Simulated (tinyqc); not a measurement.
CIS and TDHF on RHF in the sto-3g basis, for BeH2, spin multiplicity 1, step by step. One step of it, computed by the program tinyqc.

Task: CIS matrix, triplets. A(ia,jb) = (e_a - e_i) d_ij d_ab - (ij|ab).

orbital energies (hartree): [-4.519363, -0.458748, -0.422851, 0.211680, 0.211680, 0.464693, 0.953480]

Two-electron integrals over orbitals (pq|rs), unique and non-zero (hartree):
```
(11|11) 2.271487    (21|11) -0.199276   (21|21) 0.026826    (22|11) 0.488919
(22|21) -0.006762   (22|22) 0.399258    (31|31) 0.006059    (32|31) 0.014285
(32|32) 0.164559    (33|11) 0.459507    (33|21) -0.002836   (33|22) 0.412618
(33|33) 0.435771    (41|41) 0.015767    (42|41) 0.015305    (42|42) 0.049510
(43|43) 0.014725    (44|11) 0.569173    (44|21) -0.008072   (44|22) 0.369697
(44|33) 0.357177    (44|44) 0.449859    (51|51) 0.015767    (52|51) 0.015305
(52|52) 0.049510    (53|53) 0.014725    (54|54) 0.024249    (55|11) 0.569173
(55|21) -0.008072   (55|22) 0.369697    (55|33) 0.357177    (55|44) 0.401360
(55|55) 0.449859    (61|11) -0.180725   (61|21) 0.025000    (61|22) -0.006792
(61|33) -0.004129   (61|44) -0.004695   (61|55) -0.004695   (61|61) 0.023541
(62|11) 0.110559    (62|21) -0.006664   (62|22) -0.025001   (62|33) -0.047928
(62|44) 0.051807    (62|55) 0.051807    (62|61) -0.003928   (62|62) 0.077571
(63|31) -0.002711   (63|32) -0.094833   (63|63) 0.083415    (64|41) 0.016350
(64|42) 0.047444    (64|64) 0.050931    (65|51) 0.016350    (65|52) 0.047444
(65|65) 0.050931    (66|11) 0.476387    (66|21) -0.006587   (66|22) 0.397562
(66|33) 0.408592    (66|44) 0.367773    (66|55) 0.367773    (66|61) -0.006026
(66|62) -0.035179   (66|66) 0.412278    (71|31) 0.011285    (71|32) 0.020574
(71|63) -0.002138   (71|71) 0.021459    (72|31) 0.003471    (72|32) -0.044472
(72|63) 0.061199    (72|71) 0.007295    (72|72) 0.056581    (73|11) 0.139610
(73|21) -0.005123   (73|22) -0.006075   (73|33) -0.021281   (73|44) 0.058884
(73|55) 0.058884    (73|61) -0.003290   (73|62) 0.072881    (73|66) -0.026642
(73|73) 0.082294    (74|43) 0.013780    (74|74) 0.016526    (75|53) 0.013780
(75|75) 0.016526    (76|31) 0.011314    (76|32) 0.142900    (76|63) -0.095545
(76|71) 0.016445    (76|72) -0.055992   (76|76) 0.140855    (77|11) 0.578416
(77|21) -0.009108   (77|22) 0.429050    (77|33) 0.447877    (77|44) 0.391530
(77|55) 0.391530    (77|61) -0.008842   (77|62) -0.037238   (77|66) 0.436724
(77|73) -0.011593   (77|77) 0.489969
```

Give: CIS matrix A, triplet.

Result:

CIS matrix A, triplet (hartree), order 1>4, 1>5, 1>6, 1>7, 2>4, 2>5, 2>6, 2>7, 3>4, 3>5, 3>6, 3>7:
```
[[4.162, 0.000, 0.000, 0.000, 0.008, 0.000, 0.000, 0.000, 0.000, 0.000, 0.000, 0.000],
 [0.000, 4.162, 0.000, 0.000, 0.000, 0.008, 0.000, 0.000, 0.000, 0.000, 0.000, 0.000],
 [0.000, 0.000, 4.508, 0.000, 0.000, 0.000, 0.007, 0.000, 0.000, 0.000, 0.000, -0.011],
 [0.000, 0.000, 0.000, 4.894, 0.000, 0.000, 0.000, 0.009, 0.000, 0.000, -0.011, 0.000],
 [0.008, 0.000, 0.000, 0.000, 0.301, 0.000, 0.000, 0.000, 0.000, 0.000, 0.000, 0.000],
 [0.000, 0.008, 0.000, 0.000, 0.000, 0.301, 0.000, 0.000, 0.000, 0.000, 0.000, 0.000],
 [0.000, 0.000, 0.007, 0.000, 0.000, 0.000, 0.526, 0.000, 0.000, 0.000, 0.000, -0.143],
 [0.000, 0.000, 0.000, 0.009, 0.000, 0.000, 0.000, 0.983, 0.000, 0.000, -0.143, 0.000],
 [0.000, 0.000, 0.000, 0.000, 0.000, 0.000, 0.000, 0.000, 0.277, 0.000, 0.000, 0.000],
 [0.000, 0.000, 0.000, 0.000, 0.000, 0.000, 0.000, 0.000, 0.000, 0.277, 0.000, 0.000],
 [0.000, 0.000, 0.000, -0.011, 0.000, 0.000, 0.000, -0.143, 0.000, 0.000, 0.479, 0.000],
 [0.000, 0.000, -0.011, 0.000, 0.000, 0.000, -0.143, 0.000, 0.000, 0.000, 0.000, 0.928]]
```
